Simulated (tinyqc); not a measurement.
What moves the results of Gaussian smearing: smearing for a one-band metal on the bcc lattice.

Lattice vectors (units of a): a1 = (-1/2, 1/2, 1/2), a2 = (1/2, -1/2, 1/2), a3 = (1/2, 1/2, -1/2). E(k) = -t A_1(k) - t2 A_2(k), A_m the sum of cos(k . R) over the 8 nearest and 6 second lattice vectors. Mesh k = sum (j_i/N) b_i, j_i = 0 .. N-1.

With x = (E_k - mu)/sigma: Gaussian f = erfc(x)/2, s = exp(-x^2)/(2 sqrt(pi)). With weights w = points/N^d (d the dimension), mu solves 2 sum w f = ne; E = 2 sum w f E_k, S = 2 sum w s, F = E - sigma S.

Inputs chosen for the exercise:

| symbol | value | unit | meaning |
|---|---|---|---|
| t | 0.39 | eV | nearest hopping |
| t2 | 0.02 | eV | second hopping |
| ne | 0.65 |  | electrons per cell |
| N | 5 |  | unshifted mesh |
| sigma | 0.117 | eV | width |

All sums formed anew.

One parameter was then changed.

Results before and after:

| case | mu (eV) | E (eV) | S | F (eV) |
|---|---|---|---|---|
| base | -0.5173 | -0.7691 | 0.0483 | -0.7747 |
| changed | -0.5801 | -0.8444 | 0.0476 | -0.8500 |

Which of these changes was made? (a) sigma = 0.234 eV; (b) N = 10; (c) t2 = 0.059 eV; (d) t = 0.429 eV; (e) ne = 0.75.

Answer: (d) t = 0.429 eV. Of the candidates, run in turn, only this one gives the changed row.

All candidates:

| case | mu (eV) | E (eV) | S | F (eV) |
|---|---|---|---|---|
| base | -0.5173 | -0.7691 | 0.0483 | -0.7747 |
| N = 10 | -0.2500 | -0.7804 | 0.0308 | -0.7840 |
| sigma = 0.234 eV | -0.4613 | -0.7604 | 0.0962 | -0.7829 |
| ne = 0.75 | -0.3112 | -0.8098 | 0.0489 | -0.8155 |
| t2 = 0.059 eV | -0.5021 | -0.8009 | 0.0476 | -0.8064 |
| t = 0.429 eV | -0.5801 | -0.8444 | 0.0476 | -0.8500 |

Computed by tinyqc, a small Python program: `OMP_NUM_THREADS=1 python tinyqc.py 1652765 1652766 out.jsonl` (the numbers bound the seed that draws the inputs); one thread of a shared host (Intel(R) Xeon(R) Processor @ 2.30GHz), about 0.2 s for the whole set of steps.
